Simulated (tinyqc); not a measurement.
# Contact resistivity and sheet resistance from two contact lengths

Problem. Rc = [sqrt(rc Rsh)/Wc] coth(Lc/(2 LT)), LT = sqrt(rc/Rsh), Wc = 81 nm; the second contact is twice as long as the first. Find LT, rc and Rsh.

Rc for Lc = 18 and 36 nm (ohm): 157.791169  88.8833379

Solution. With t = tanh(Lc/(2 LT)) for the shorter contact, the resistance of the longer over that of the shorter is (1 + t^2)/2. Then sqrt(rc Rsh) = Rc t Wc, and rc and Rsh follow by multiplying and dividing by LT.

LT = 24.19 nm
rc = 1.100e-9 ohm cm^2
Rsh = 188.0 ohm

Numbers from tinyqc (`OMP_NUM_THREADS=1 python tinyqc.py 2170098 2170099 out.jsonl`; about 0.02 s on one thread of a shared Intel Xeon 2.30GHz).
